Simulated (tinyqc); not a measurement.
# Schottky barrier on an n-type semiconductor, non-linear Poisson equation by Newton steps: effect of the donor density deep in the semiconductor

One dimension, metal at x = 0, donor density C(x) = Nd, uniform. Energies are counted from the electron Fermi level of the semiconductor and the conduction-band edge is Ec = -psi, so n = Nc exp(psi/Vt); holes follow the Fermi level of the metal, at -V, so p = Nv exp((V - psi - Eg)/Vt). Ends: psi(0) = V - phiB and psi = Vt ln(Nd/Nc) deep inside. Boltzmann statistics, full ionisation, no current, no image force in the Poisson equation.

First integral for uniform doping: E_0^2 = (2 q/(eps0 eps_r)) [Nd (U - Vt + Vt exp(-U/Vt)) + Vt p_0], U = Vbi - V, Vbi = phiB - Vt ln(Nc/Nd), p_0 = Nv exp((phiB - Eg)/Vt) (deep holes neglected). Image-force lowering dphi = sqrt(q E_0/(4 pi eps0 eps_r)), at x_m = sqrt(q/(16 pi eps0 eps_r E_0)). W = sqrt(2 eps0 eps_r U/(q Nd)).

Values chosen for this exercise; band and dielectric values close to those of cadmium telluride:
- T = 250 K (temperature)
- Eg = 1.5 eV (band gap)
- eps_r = 10.2 (relative permittivity)
- Nc = 5.99e17 cm^-3 (conduction-band density of states at T)
- Nv = 1.39e19 cm^-3 (valence-band density of states at T)
- phiB = 0.99 eV (barrier height)
- V = -3.1 V (bias of the metal against the semiconductor)

Constants: q = 1.602176634e-19 C, kB = 1.380649e-23 J/K, Vt = kB T/q, eps0 = 8.8541878128e-14 F/cm where lengths are in cm. Results are converted to the units shown.

Effect of the donor density deep in the semiconductor:

| Nd (cm^-3) | Vbi (V) | W (nm) | E_0 (kV/cm) | dphi (mV) | exp(dphi/Vt) | p_0/Nd |
|---|---|---|---|---|---|---|
| 1e15 | 0.8522 | 2111 | 37.34 | 22.96 | 2.903 | 7.276e-7 |
| 2e15 | 0.8672 | 1495 | 52.91 | 27.33 | 3.556 | 3.638e-7 |
| 3.9e15 | 0.8815 | 1073 | 74.02 | 32.33 | 4.484 | 1.866e-7 |
| 7.8e15 | 0.8965 | 760.0 | 104.9 | 38.48 | 5.966 | 9.328e-8 |
| 1.5e16 | 0.9106 | 549.0 | 145.7 | 45.35 | 8.209 | 4.850e-8 |
| 3.1e16 | 0.9262 | 382.6 | 209.9 | 54.43 | 12.51 | 2.347e-8 |
| 6e16 | 0.9404 | 275.5 | 292.5 | 64.26 | 19.74 | 1.213e-8 |
| 1.2e17 | 0.9554 | 195.2 | 414.4 | 76.49 | 34.83 | 6.063e-9 |

What does the table show?

As Nd goes from 1e15 to 1.2e17, the surface field rises from 37.3 to 414 kV/cm, the lowering rises from 23.0 to 76.5 mV and W falls from 2110 to 195 nm. Over the table the lowering goes as Nd^(0.25); the depletion formulas give 1/4 at fixed Vbi.

tinyqc, about 0.1 s, one thread, Intel Xeon 2.30GHz (shared host): `OMP_NUM_THREADS=1 python tinyqc.py 2020168 2020169 out.jsonl`
